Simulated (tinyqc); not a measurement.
Three ways to interpolate a mass: alloy A(1-x)B(x) by interpolation with bowing.

Each gap follows E(x) = (1 - x) E_A + x E_B - C x (1 - x); the lattice constant follows Vegard, a(x) = (1 - x) a_A + x a_B.

Mass at Gamma from the Kane formula 1/m = F + Ep (Eg + 2 Dso/3)/(Eg (Eg + Dso)). F is fixed by the masses of A and B and interpolated linearly, as is Ep; Eg and Dso carry their bowing.

Inputs chosen for the exercise (A near GaSb, B near GaAs; not measured data):
- Eg = (0.823, 1.519) eV (gap at Gamma to the s-like level of A, B)
- Dso = (0.763, 0.34) eV (spin-orbit splitting of A, B)
- Ep = (26.9, 25.9) eV (Kane energy of A, B)
- me = (0.0391, 0.0669) m0 (electron mass at Gamma of A, B)
- C = (1.443, 1.231, 1.073) eV (bowing of the Gamma, X and L gaps)
- Cs = 0.65 eV (bowing of Dso)

Linear in m, linear in 1/m, and the Kane formula.

Masses (m0):
```
x      Eg (eV)  linear in m  linear in 1/m    Kane  Kane m/Eg (1/eV)
0.000    0.823       0.0391         0.0391  0.0391            0.0475
0.125    0.752       0.0426         0.0412  0.0352            0.0468
0.250    0.726       0.0461         0.0436  0.0335            0.0461
0.375    0.746       0.0495         0.0463  0.0339            0.0454
0.500    0.810       0.0530         0.0494  0.0362            0.0447
0.625    0.920       0.0565         0.0528  0.0407            0.0442
0.750    1.074       0.0600         0.0568  0.0472            0.0439
0.875    1.274       0.0634         0.0614  0.0559            0.0439
1.000    1.519       0.0669         0.0669  0.0669            0.0440
```

At x = 0.5 the three give 0.0530, 0.0494 and 0.0362; judged by the largest distance, the Kane value is closer to the interpolation in 1/m (largest distances 0.0168 m0 from the rule in m, 0.0131 m0 from the rule in 1/m), and it dips below both end values, following the bowed gap, which neither rule can do. The ratio m/Eg varies by a factor of 1.08 while the gap varies by 2.09; a constant ratio is the two-band rule m = Eg/Ep at fixed Ep.

Program tinyqc; command `OMP_NUM_THREADS=1 python tinyqc.py 1050038 1050039 out.jsonl`; about 0.01 s on one thread of a shared Intel(R) Xeon(R) Processor @ 2.30GHz.
